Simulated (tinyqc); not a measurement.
Field length and prefactor from two substrate currents.

Question. For Em = (Vd - Vdsat)/l, Isub/Id = (Ai/Bi)(Vd - Vdsat) exp(-Bi l/(Vd - Vdsat)), and l = sqrt(3 tox xj). Find l, Ai and xj.

Inputs (values chosen for the exercise):
- tox = 20 nm (oxide thickness)
- Bi = 1.79 MV/cm (ionisation field)

Isub/Id at Vd - Vdsat = 2.9 and 4 V: 0.00229895151  0.0232905220

Solution. ln[Isub/(Id (Vd - Vdsat))] is linear in 1/(Vd - Vdsat) with slope -Bi l.

l = 117.5 nm
Ai = 2.000e6 1/cm
xj = 230.0 nm

Numbers from tinyqc (`OMP_NUM_THREADS=1 python tinyqc.py 2550083 2550084 out.jsonl`; about 0.01 s on one thread of a shared Intel Xeon 2.30GHz).
